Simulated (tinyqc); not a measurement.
## MOS inversion layer, Poisson-Schroedinger loop: effect of the extra shift of set B (strain)

Electrons confined at an insulator interface at z = 0, treated as a hard wall; parabolic valleys, Hartree approximation, no image or exchange terms. The depletion charge lies far deeper than the electrons and gives a uniform field q Nd/(eps0 eps_r); the gate balances all charge. Energies are counted from the band edge at the interface.

Schroedinger equation -(C/mz) psi'' + (V0 + U + dE for set B) psi = E psi, C = hbar^2/(2 m0), psi(0) = 0, on a uniform mesh of 800 nodes with a far wall at 23 nm, 8 levels a set; V0 = q Nd z/(eps0 eps_r); dU/dz = q (Ns - integral of n from 0 to z)/(eps0 eps_r), U(0) = 0; N_k = g md m0 q Vt/(pi hbar^2) ln(1 + exp((EF - E_k)/Vt)), g the number of valleys of the set, sum N_k = Ns. Triangular well: E_k = a_k (C F^2/mz)^(1/3), a_1 = 2.338107, a_2 = 4.087949, C = hbar^2/(2 m0), F in eV/nm. Fang-Howard (all electrons in the lowest level of set A): b^3 = 6 (mz1/C) q (Nd + 11 Ns/32)/(eps0 eps_r), centroid 3/b, level C b^2/(4 mz1) + (3/b) q (Nd + 11 Ns/16)/(eps0 eps_r). The centroid adds 3.9 z_av/eps_r to an oxide-equivalent thickness.

Values chosen for this exercise; masses and permittivity close to those of silicon (100):
```
symbol   value   unit                                     meaning
T           77      K                                 temperature
eps_r     11.7                              relative permittivity
mz1      0.931     m0  mass along z of valley set A (2 valley(s))
md1      0.192     m0    in-plane density-of-states mass of set A
mz2       0.19     m0  mass along z of valley set B (4 valley(s))
md2      0.412     m0    in-plane density-of-states mass of set B
Ns      1.7e12  cm^-2                  sheet density of electrons
Nd      1.5e12  cm^-2           sheet density of depletion charge
```

Constants: q = 1.602176634e-19 C, kB = 1.380649e-23 J/K, hbar = 1.054571817e-34 J s, m0 = 9.1093837015e-31 kg, Vt = kB T/q, eps0 = 8.8541878128e-14 F/cm where lengths are in cm, hbar^2/(2 m0) = 0.0380998212 eV nm^2. Results are converted to the units shown.

The same in every row: Fang-Howard centroid (nm) = 1.79.

Result of one run:
```
A1 (meV)  B1 (meV)  EF (meV)  share of A1 (%)  share of set A (%)  centroid z_av (nm)  added oxide equivalent (nm)
99.3           252       108             99.9                 100                1.68                        0.559
```

Which extra shift of set B (strain) dE gave this result: -0.02, 0.07, 0.1 or 0.16 eV?

dE = 0.1 eV.

The whole series:
```
dE (eV)  A1 (meV)  B1 (meV)  EF (meV)  share of A1 (%)  share of set A (%)  centroid z_av (nm)  added oxide equivalent (nm)
-0.05         103       112       102             41.2                41.2                2.38                        0.794
-0.02        99.6       133       108             93.8                93.9                1.75                        0.585
0.01         99.3       162       108             99.9                99.9                1.68                        0.560
0.04         99.3       192       108             99.9                 100                1.68                        0.559
0.07         99.3       222       108             99.9                 100                1.68                        0.559
0.1          99.3       252       108             99.9                 100                1.68                        0.559
0.13         99.3       282       108             99.9                 100                1.68                        0.559
0.16         99.3       312       108             99.9                 100                1.68                        0.559
```

As dE goes from -0.05 to 0.16, A1 falls from 103 to 99.3 meV, the share of A1 rises from 41.2 to 99.9 % and the centroid falls from 2.38 to 1.68 nm. EF lies more than 2 meV above A1 for dE = -0.02, 0.01, 0.04, 0.07, 0.1, 0.13, 0.16. The Fang-Howard centroid is 25 % below the full one in the first row, where A1 holds 41.2 %, and 6.5 % above it in the last, where A1 holds 99.9 %.

Numbers from tinyqc (`OMP_NUM_THREADS=1 python tinyqc.py 2160072 2160073 out.jsonl`; about 0.9 s on one thread of a shared Intel Xeon 2.30GHz).
